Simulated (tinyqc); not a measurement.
An offset iteration that does not settle: band offset of a heterojunction with an interface dipole (two-band chains, self-consistent charge).

Sites alternate A, C. Left: A at -G1/2, C at +G1/2, hopping -t1; right: A at D - G2/2, C at D + G2/2, hopping -t2; the bonds across the two interfaces of a ring (C left to A right, C right to A left) have -sqrt(t1 t2). D is the offset of the mid-gaps, so Ev(right) - Ev(left) = D - (G2 - G1)/2 and Ec(right) - Ec(left) = D + (G2 - G1)/2. The closing bond has its sign reversed (antiperiodic ring). Half the levels are filled with two electrons each. The charge moved is q = (electrons on the left) less one a site; the mean over the two interfaces, q/2, is taken as the charge that crosses each, and its dipole opposes the offset: D = D0 - u q/2.

From here on the ring has 24 cells a side.

Parameters, chosen for this exercise (gaps near those of GaAs and AlAs; the chains and D0 are free models, so the offsets are not those of the real pair; shifted at random, so the results belong to these values and not to a real crystal):
- G1 = 1.38 eV (gap on the left)
- G2 = 2.19 eV (gap on the right)
- t1 = 1.75 eV (hopping on the left)
- t2 = 2.35 eV (hopping on the right)
- D0 = -1.02 eV (mid-gap of the right side above that of the left, without dipole)
- u = 8.8 eV (potential step per electron moved across)
- mx = 0.8 (mixing)

Start at D = D0; D(out) = D0 - u q(D)/2; D(new) = D + mx (D(out) - D); stop when |D(out) - D| < 1e-7 eV, after 60 steps, or above 50 eV.

Iterations:
```
i      D (eV)         q  D(out) (eV)  D(out) - D
0    -1.02000  -0.32839      0.42492        1.44
1     0.13594   0.04051     -1.19823       -1.33
2    -0.93140  -0.29589      0.28193        1.21
3     0.03927   0.01169     -1.07142       -1.11
4    -0.84928  -0.26681      0.15397        1.00
5    -0.04668  -0.01389     -0.95887      -0.912
6    -0.77643  -0.24174      0.04365       0.820
7    -0.12037  -0.03586     -0.86223      -0.742
8    -0.71386  -0.22070     -0.04894       0.665
...       ...       ...          ...         ...
55   -0.43667  -0.13181     -0.44005    -0.00338
56   -0.43938  -0.13265     -0.43636     0.00302
57   -0.43696  -0.13190     -0.43966    -0.00269
58   -0.43912  -0.13257     -0.43671     0.00241
59   -0.43719  -0.13197     -0.43934    -0.00215
```

Can the last value be used, and what is the cause?

No: the cap of 60 steps is reached with |D(out) - D| = 0.0021 eV; the sign of D(out) - D alternates. Near the solution the error is multiplied by 1 - mx (1 + u chi/2) a step, with chi = dq/dD = 0.3105 1/eV, that is -0.89. A rerun with mx = 0.42, near 1/(1 + u chi/2), converges in 4 steps to D = -0.4381 eV.

Run: tinyqc, `OMP_NUM_THREADS=1 python tinyqc.py 1482217 1482218 out.jsonl`; Intel(R) Xeon(R) Processor @ 2.30GHz, one thread, shared host; about 0.5 s of CPU time with all checks.
